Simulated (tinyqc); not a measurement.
Worked calculation: plane-wave Kohn-Sham cycle with exchange-only LDA in a layered model solid. One step of it, computed by the program tinyqc.

Task: Iteration 2: potential. V_H(G) = 4 pi rho(G)/G^2 for G != 0 (uniform background); v_x = -(3 rho/pi)^(1/3); V = V_ext + V_H + v_x; Fourier components f(G_m) = (1/N) sum_j f(x_j) exp(-i G_m x_j).

A solid whose potential varies along x alone (atomic units):
```
parameter                      value
period a                   17.300000
cross-section of the cell  15.000000
electrons per cell                 4
grid points                       16
plane waves -n..n, n               2
k points                           3
V1 in V1 cos(2 pi x/a)     -0.720000
V2 in V2 cos(4 pi x/a)     -0.220000
```

density after iteration 1 (e/bohr^3): [0.03470291, 0.03640965, 0.03509529, 0.02370470, 0.00874547, 0.00098025, 0.00038249, 0.00056243, 0.00016465, 0.00056243, 0.00038249, 0.00098025, 0.00874547, 0.02370470, 0.03509529, 0.03640965]

Give: Potentials on the grid; V(G_m), m = 0, 1, 2, ....

Result:

Potentials on the grid (hartree):
```
x          V_ext      V_H      v_x        V
0.0000   -0.9400   2.0429  -0.3212   0.7817
1.0813   -0.8208   1.8986  -0.3264   0.7514
2.1625   -0.5091   1.4495  -0.3224   0.6180
3.2437   -0.1200   0.7246  -0.2829   0.3218
4.3250    0.2200  -0.1173  -0.2029  -0.1002
5.4062    0.4311  -0.8710  -0.0978  -0.5377
6.4875    0.5091  -1.4218  -0.0715  -0.9842
7.5687    0.5096  -1.7523  -0.0813  -1.3239
8.6500    0.5000  -1.8636  -0.0540  -1.4176
9.7312    0.5096  -1.7523  -0.0813  -1.3239
10.8125   0.5091  -1.4218  -0.0715  -0.9842
11.8938   0.4311  -0.8710  -0.0978  -0.5377
12.9750   0.2200  -0.1173  -0.2029  -0.1002
14.0563  -0.1200   0.7246  -0.2829   0.3218
15.1375  -0.5091   1.4495  -0.3224   0.6180
16.2188  -0.8208   1.8986  -0.3264   0.7514
```

V(G_m), m = 0, 1, 2, ... (hartree): [-0.1966, 0.5599, -0.0587, -0.0041, -0.0065]
